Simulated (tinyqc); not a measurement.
Surface segregation during layer-by-layer epitaxy: two-layer exchange kinetics and the shape of quantum wells and delta layers: one step, computed by the program tinyqc.

Atoms A and B exchange only between the growing layer and the one below it. B is supplied for N layers, then pure A follows.

Question. The second layer. Each layer is deposited complete with B share x_dep and then exchanges for the time tau = 1/G with the layer below, whose share is b (total c = s + b fixed): ds/dt = p1 b (1 - s) - p2 s (1 - b), s(0) = x_dep. With the roots s1 < s2 of the right side, (s - s1)/(s - s2) = [(s(0) - s1)/(s(0) - s2)] exp(-(p1 - p2)(s2 - s1) tau). The lower layer is then buried with c - s, and s becomes the b of the next layer. Layer 1 is deposited on pure A with share x0; with nothing to lift from below, take b = 0 and s(0) = x0 for it. Then layer 2 has x_dep = x0.

Inputs (values chosen for the exercise, close to those used for gallium in AlAs): growth rate G = 1.4 layers/s; share x0 of B in the flux during the well = 0.54; layers in the well N = 8; temperature T = 590 C.

p1 = 10.72549 1/s

p2 = 3.285497 1/s

Give: share in layer 1 after its exchange; root s1 for layer 2; root s2 for layer 2; share in layer 2 after its exchange; share buried in layer 1.

Answer.

share in layer 1 after its exchange = 0.38126

root s1 for layer 2 = 0.60338

root s2 for layer 2 = 2.2011

share in layer 2 after its exchange = 0.60337

share buried in layer 1 = 0.31789
